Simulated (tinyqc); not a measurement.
Sweep of a uniaxial [100] strain: strain-driven crossing of the Gamma and L valleys in a germanium-like crystal alloyed with tin.

Biaxial loads: e0 is the in-plane strain e_par and the normal is free. (001): e_perp = -2 (C12/C11) e_par; exx = eyy = e_par, ezz = e_perp, no shear. (111): e_perp = -(2 C11 + 4 C12 - 4 C44)/(C11 + 2 C12 + 4 C44) e_par; exx = eyy = ezz = (2 e_par + e_perp)/3 and exy = eyz = ezx = (e_perp - e_par)/3. (110): e_perp = -(C11 + 3 C12 - 2 C44)/(C11 + C12 + 2 C44) e_par; exx = eyy = (e_par + e_perp)/2, ezz = e_par, exy = (e_perp - e_par)/2, eyz = ezx = 0. Uniaxial loads: a stress along n, scaled so that n.e.n = e0, with exx = s11 sxx + s12 (syy + szz), exy = s44 sxy/2, s11 = (C11 + C12)/((C11 - C12)(C11 + 2 C12)), s12 = -C12/((C11 - C12)(C11 + 2 C12)), s44 = 1/C44.

Edges from the unstrained valence top: Gamma at Eg + ac tr(e); an L valley with unit axis u at EgL + aL tr(e) + XuL (u.e.u - tr(e)/3), u along [111], [1-1-1], [-11-1], [-1-11]; valence edges are the levels of the 6 x 6 matrix of X, Y, Z times spin with -Dso/3 + l exx + m (eyy + ezz) on the diagonal (cyclic), n exy off it, l = av + 2 b, m = av - b, n = sqrt(3) d. Spin-orbit term (Dso/3) L.sigma on X, Y, Z with (L_k)_ij = -i epsilon_kij: <X+|H|Y+> = -i Dso/3, <X+|H|Z-> = Dso/3, <Y+|H|Z-> = -i Dso/3, <Z+|H|X-> = -Dso/3, <Z+|H|Y-> = i Dso/3, <X-|H|Y-> = i Dso/3, and their conjugates; + and - are the spin along z.

With tin the unstrained gaps become E(y) = (1 - y) E + y EgS - CS y (1 - y); all other values are kept.
Constants: kB = 8.617333262e-05 eV/K.

Values chosen for the exercise (near those of Ge, gaps at low temperature; shifted at random, so the results belong to these values and not to a real crystal):
- Eg = 0.881 eV (gap at Gamma to the s-like level)
- EgL = 0.738 eV (gap to L)
- Dso = 0.288 eV (spin-orbit splitting)
- ac = -8.12 eV (conduction deformation potential)
- av = 1.24 eV (valence hydrostatic potential)
- b = -2.55 eV (tetragonal shear potential)
- d = -5.23 eV (trigonal shear potential)
- aL = -1.34 eV (hydrostatic potential of the L edge, Xd + Xu/3)
- XuL = 16.58 eV (uniaxial potential, L)
- y = 0.025 (tin fraction)
- EgS = (-0.358, 0.121) eV (Gamma and L gaps of the tin end)
- CS = (2.47, 0.98) eV (bowing of the Gamma and L gaps)
- C11 = 129.1 GPa
- C12 = 47.6 GPa
- C44 = 68.1 GPa
- load = uniaxial [100] (kind of strain)
- mG = 0.0397 m0 (mass at Gamma)
- mL = 0.586 m0 (density-of-states mass of the four L valleys together)
- T = 77 K (temperature)

The valence splitting is the distance of the top two edges. Share in Gamma = mG^(3/2)/(mG^(3/2) + (mL^(3/2)/4) sum_i exp(-(E_Li - E_Gamma)/kT)).

Results:
```
e0 (%)  direct gap (eV)  indirect gap (eV)  Gamma - L (meV)  valence splitting (meV)  share in Gamma (%)
-1.68             0.791              0.648              144                      125            6.97e-10
-0.64             0.794              0.683              111                       44            9.37e-08
0.40              0.760              0.681               79                       25            1.26e-05
1.44              0.681              0.635               46                       76             0.00169
2.48              0.602              0.589               14                      111               0.227
4.56              0.445              0.497              -51                      145                97.6
5.60              0.367              0.451              -84                      154                 100
```

Give the missing row, e0 (%) = 3.52.

Computed row:
```
e0 (%)  direct gap (eV)  indirect gap (eV)  Gamma - L (meV)  valence splitting (meV)  share in Gamma (%)
3.52              0.524              0.543              -19                      132                23.5
```

Gamma drops below the lowest L valley between e0 = 2.48 and 3.52 %. The direct gap goes from 0.791 to 0.367 eV; of that change -0.110 eV comes from the rise of the valence top through the shear terms and the rest from the volume. The share in Gamma goes from 6.97e-10 to 100 %. Beyond about 3 % terms of second order in the strain, left out here, matter.

Program tinyqc; command `OMP_NUM_THREADS=1 python tinyqc.py 1050161 1050162 out.jsonl`; about 0.01 s on one thread of a shared Intel(R) Xeon(R) Processor @ 2.30GHz.
